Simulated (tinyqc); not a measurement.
## Bandgap voltage reference from two bipolar transistors: effect of the output resistor at T0

Two transistors of area 1 and N carry the same current I. Is(T) = Is (T/T0)^eta exp[(Vg0 q/kB)(1/T0 - 1/T)], VBE1 = Vt ln(I/Is(T)) + I rb, VBE2 = Vt ln(I/(N Is(T))) + I rb/N. The amplifier forces I R1(T) = VBE1 - VBE2 + Vos, with R(T) = R (1 + tc (T - T0)) for both resistors, and the output is Vref = VBE1 + I R2(T). Base currents and the Early effect are neglected.

Vt = kB T/q; I = (Vt ln N + Vos)/(R1(T) - rb (1 - 1/N)). Box coefficient: span of Vref between 233 and 398 K over its average over T and over 165 K. The last column is the R2 that gives zero slope at T0.

Values chosen for this exercise; values of the order met in silicon bipolar transistors: reference temperature T0 = 300 K; band-gap voltage extrapolated to 0 K Vg0 = 1.166 V; temperature exponent of the saturation current eta = 4.3; saturation current of the unit transistor at T0 Is = 8e-16 A; area ratio of the second transistor N = 8; resistor across which the difference of VBE falls, at T0 R1 = 2.9 kohm; temperature coefficient of both resistors tc = 0 ppm/K; offset of the amplifier Vos = 0 mV; series resistance of the unit transistor rb = 0 ohm.

Constants: q = 1.602176634e-19 C, kB = 1.380649e-23 J/K. Results are converted to the units shown.

Effect of the output resistor at T0:

| R2 (kohm) | I at T0 (uA) | Vref at T0 (V) | slope at T0 (uV/K) | box coefficient (ppm/K) | R2 for zero slope (kohm) |
|---|---|---|---|---|---|
| 31.48 | 18.54 | 1.201 | -169.2 | 150.6 | 34.22 |
| 32.51 | 18.54 | 1.220 | -105.6 | 95.84 | 34.22 |
| 33.53 | 18.54 | 1.239 | -42.57 | 45.12 | 34.22 |
| 34.22 | 18.54 | 1.251 | 0.06053 | 19.96 | 34.22 |
| 34.9 | 18.54 | 1.264 | 42.08 | 29.30 | 34.22 |
| 35.93 | 18.54 | 1.283 | 105.7 | 73.79 | 34.22 |
| 36.96 | 18.54 | 1.302 | 169.4 | 121.5 | 34.22 |

As R2 goes from 31.48 to 36.96, Vref rises from 1.201 to 1.302 V and the box coefficient goes from 151 through a minimum of 20.0 (at R2 = 34.22 among the rows listed) to 121 ppm/K. One per cent in R2 moves the slope by 21.1 uV/K.

Numbers from tinyqc (`OMP_NUM_THREADS=1 python tinyqc.py 2062151 2062152 out.jsonl`; about 0.02 s on one thread of a shared Intel Xeon 2.30GHz).
